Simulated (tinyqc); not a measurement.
# Mobility, diffusion coefficient and lifetime from two collectors

Problem. For an injected sheet in a field F the peak time tp at distance L obeys u^2 tp^2 + 2 D tp = L^2 with u^2 = v^2 + 4 D/tau, and the pulse area goes as exp(L (v - u)/(2 D)); v = mu F. Find u, D, mu and tau without using the Einstein relation.

Values chosen for this exercise: sweep field along the drift F = 10 V/cm.

distances (um): [330, 840]
peak times (us): [0.317370442, 0.840488516]
ratio of the areas, far over near = 0.139565536

Answer. The two peak times give two linear equations for u^2 and D; the area ratio gives v - u, and u^2 - v^2 = 4 D/tau gives tau.

u = 9.741e4 cm/s
D = 209.9 cm^2/s
mu = 8120 cm^2/(V s)
tau = 2.900e-7 s

tinyqc, about 0.01 s, one thread, Intel Xeon 2.30GHz (shared host): `OMP_NUM_THREADS=1 python tinyqc.py 2310043 2310044 out.jsonl`
